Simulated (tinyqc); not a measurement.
Reverse leakage of an n+-p junction: diffusion, generation, trap-assisted and band-to-band tunnelling: one step of the calculation.

One-sided abrupt junction in the depletion approximation, x from the junction (0) to W on the p side, field F = F0 (1 - x/W). Flat quasi-Fermi levels, long p side. Traps generate through SRH with both lifetimes shortened by 1 + Gamma (Hurkx enhancement, form for moderate fields); band-to-band generation is local and needs a total bending above Eg.

Question. Field, scales and diffusion current. ni = sqrt(Nc Nv) exp(-Eg/(2 Vt)), Eg in volts; Vbi = Vt ln(Na Nd/ni^2); W = sqrt(2 eps0 eps_r (Vbi + VR)/(q Na)); F0 = 2 (Vbi + VR)/W; FG = sqrt(24 mt m0 (kB T)^3)/(q hbar); J_diff = q ni^2 sqrt(Dn/tau)(1 - exp(-VR/Vt))/Na.

Parameters, values chosen for the exercise; band and dielectric values close to those of gallium arsenide:
```
symbol    value    unit                                             meaning
T           250       K                                         temperature
Eg         1.44      eV                                            band gap
eps_r      13.2                                       relative permittivity
Nc      3.37e17   cm^-3              conduction-band density of states at T
Nv      6.91e18   cm^-3                 valence-band density of states at T
Na       1.1e16   cm^-3                acceptor density of the lighter side
Nd         1e19   cm^-3                   donor density of the heavier side
tau        2e-7       s         SRH lifetime of both carriers at zero field
mt        0.077      m0                                     tunnelling mass
Dn          8.6  cm^2/s  electron diffusion coefficient on the lighter side
VR          2.1       V                                        reverse bias
```

Constants: q = 1.602176634e-19 C, kB = 1.380649e-23 J/K, hbar = 1.054571817e-34 J s, m0 = 9.1093837015e-31 kg, Vt = kB T/q, eps0 = 8.8541878128e-14 F/cm where lengths are in cm. Results are converted to the units shown.

Wanted: ni; Vbi; W; F0; FG; J_diff.

Answer.

ni = 4667 cm^-3
Vbi = 1.374 V
W = 678.8 nm
F0 = 102.4 kV/cm
FG = 155.7 kV/cm
J_diff = 2.080e-24 A/cm^2

Range of the model: The n+ side is degenerate, so Vbi from Boltzmann statistics is only a guide.

Program tinyqc, `OMP_NUM_THREADS=1 python tinyqc.py 2290074 2290075 out.jsonl`; Intel Xeon 2.30GHz, shared host, one thread, about 0.01 s.
